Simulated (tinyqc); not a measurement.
MOSFET in saturation, small-signal circuit and noise: one step of the calculation.

Bias by the inversion coefficient IC = I/Ispec (charge-based model with velocity saturation; weak inversion below 0.1, strong above 10). Common-source circuit: gm, gds, Cgs, Cgd and Cj at the inner nodes, Rg in series with the gate; quasi-static, no source or drain resistance, no gate-body capacitance, no substrate network, no induced gate noise, so fmax is an upper estimate.

Problem. Noise at the gate. Channel noise Sid = 4 kB T gam n gm with gam = (1/2 + (2/3) qs)/(1 + qs) + gw lc IC, qs = [sqrt(1 + 4 IC) - 1]/2, lc = Ls/L (the last term an empirical rise with velocity saturation); at the gate, white noise Sw = Sid/gm^2 + 4 kB T Rg. Number fluctuation with correlated mobility: S(f) = K/f, K = q^2 Vt lt Nt/(W L Cox^2) (1 + ac mu Cox I/gm)^2, Vt in eV with Nt per eV. Corner fc = K/Sw. Full shot noise would be 2 q I.

Inputs (values chosen for the exercise):
```
symbol,value,unit,meaning
T,300,K,temperature
L,90,nm,gate length
W,5,um,total gate width
Cox,2.32,uF/cm^2,gate capacitance
mu,150,cm^2/(V s),mobility
n,1.27,,slope factor
Ls,25,nm,velocity-saturation length
IC,4.2,,inversion coefficient
gw,0.09,,short-channel excess of the noise factor
Nt,2.2e17,cm^-3 eV^-1,oxide trap density
lt,0.1,nm,tunnelling length into the oxide
ac,10000,V s/C,Coulomb scattering coefficient
```

Constants: q = 1.602176634e-19 C, kB = 1.380649e-23 J/K, Vt = kB T/q. Results are converted to the units shown.

I = 137.84088 uA
gm = 1.3970028 mS
Rg = 79.259259 ohm

Find: gam; Sid; Sid/(2 q I); sqrt(Sw); K; fc.

Solution.

gam = 0.7078
Sid = 2.081e-23 A^2/Hz
Sid/(2 q I) = 0.4710
sqrt(Sw) = 3.460 nV/Hz^0.5
K = 1.088e-10 V^2
fc = 9.085 MHz

The gate resistance gives 11 % of the white noise power.

Computed by the program tinyqc: `OMP_NUM_THREADS=1 python tinyqc.py 2150065 2150066 out.jsonl`, one thread of a shared Intel Xeon 2.30GHz, about 0.01 s for the whole run.
